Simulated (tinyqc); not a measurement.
Worked calculation: round or elliptic silicon nanowire with anisotropic valleys (Ritz method). Values are carried at full precision from step to step, so a last printed digit may differ when a step is redone from the rounded ones.

Wire along x = [100] on a (001) wafer, y = [010], z = [001]. Valley groups, two valleys each (w = inverse masses): A, axis along z: w_y = 1/mt, w_z = 1/ml, m_x = mt; B, axis along y: w_y = 1/ml, w_z = 1/mt, m_x = mt; C, axis along x: w_y = w_z = 1/mt, m_x = ml.

Constants: hbar^2/2m0 = 3.80998211 eV angstrom^2; kB = 8.617333262e-05 eV/K.

Inputs chosen for the exercise (near those of a Si nanowire; not measured data):
- ml = 0.903 m0 (longitudinal mass)
- mt = 0.19 m0 (transverse mass)
- a = 32 angstrom (semi-axis along y)
- b = 42 angstrom (semi-axis along z)
- group = B (valley group worked out)
- T = 77 K (temperature)

## Stretching the ellipse

Scaling y by 1/sqrt(w_y) and z by 1/sqrt(w_z) makes the mass 1 and the semi-axes A = a/sqrt(w_y), B = b/sqrt(w_z). List them with the one-function estimate 3c (1/A^2 + 1/B^2) and the slender limit c (pi/2s)^2 (1 + 2s/(pi l)), s and l the smaller and larger of A, B; c = hbar^2/2m0.

Groups:
```
group  g      A      B  axis ratio  one function (eV)  slender limit (eV)
A      2  13.95  39.91       2.861             0.0659              0.0591
B      2  30.41  18.31       1.661             0.0465              0.0388
C      2  13.95  18.31       1.312             0.0929              0.0718
```

The one-function value suits axis ratios near 1 and the slender limit ratios well above 2.

## Matrices of three even functions

Hard wall on the ellipse (y/a)^2 + (z/b)^2 = 1, c = hbar^2/2m0. With u = y/a, v = z/b the operator is -c [(w_y/a^2) d2/du2 + (w_z/b^2) d2/dv2] on the unit disc. Basis (1 - u^2 - v^2) u^i v^j; S, X and Y are the disc integrals of f f', (df/du)(df'/du) and (df/dv)(df'/dv), from the integral of u^p v^q = 2 Gamma((p+1)/2) Gamma((q+1)/2)/((p + q + 2) Gamma((p+q+2)/2)) for even p, q; H = c (w_y X/a^2 + w_z Y/b^2).

Basis 1, u^2, v^2 times (1 - u^2 - v^2); form S and H for the chosen group.

S, rows 1, u^2, v^2 and columns alike:
$$\begin{pmatrix}
1.047198 & 0.130900 & 0.130900 \\
0.130900 & 0.039270 & 0.013090 \\
0.130900 & 0.013090 & 0.039270
\end{pmatrix}$$

H (meV), rows 1, u^2, v^2 and columns alike:
$$\begin{pmatrix}
48.6570 & 8.1095 & 8.1095 \\
8.1095 & 5.1985 & 1.0137 \\
8.1095 & 1.0137 & 8.9932
\end{pmatrix}$$

## Lowest level in this basis

Solve H p = E S p for the wire level; give E, the ratios p2/p1 and p3/p1, and H11/S11.

E = 44.5 meV

ratios: [-0.63, -0.28]

one function = 46.5 meV

The two added functions lower the level by 2.0 meV (4.3 %), mostly by narrowing the state along u, the direction in which the stretched ellipse is long.

## Subbands

Converged values use 21 functions of each parity class (e or o in u, then in v).

The nine lowest levels of all groups and parity classes.

Subbands:
```
group, parity  g  m_x (m0)  E (eV)
B ee           2    0.1900  0.0445
A ee           2    0.1900  0.0616
B oe           2    0.1900  0.0861
C ee           2    0.9030  0.0893
A eo           2    0.1900  0.0927
A ee           2    0.1900  0.1331
B eo           2    0.1900  0.1390
B ee           2    0.1900  0.1453
A eo           2    0.1900  0.1835
```

At 77 K and without degeneracy the populations go as g sqrt(m_x) exp(-E/kB T): among these nine the lowest level holds 93 % and the light transport mass mt 100 % of the electrons.

## Checks

- Circle of radius a with both masses mt against c (2.404826/R)^2/m, eV: both 0.1132.

Computed by tinyqc, a small Python program: `OMP_NUM_THREADS=1 python tinyqc.py 1280649 1280650 out.jsonl` (the numbers bound the seed that draws the inputs); one thread of a shared host (Intel(R) Xeon(R) Processor @ 2.30GHz), about 0.07 s for the whole set of steps.
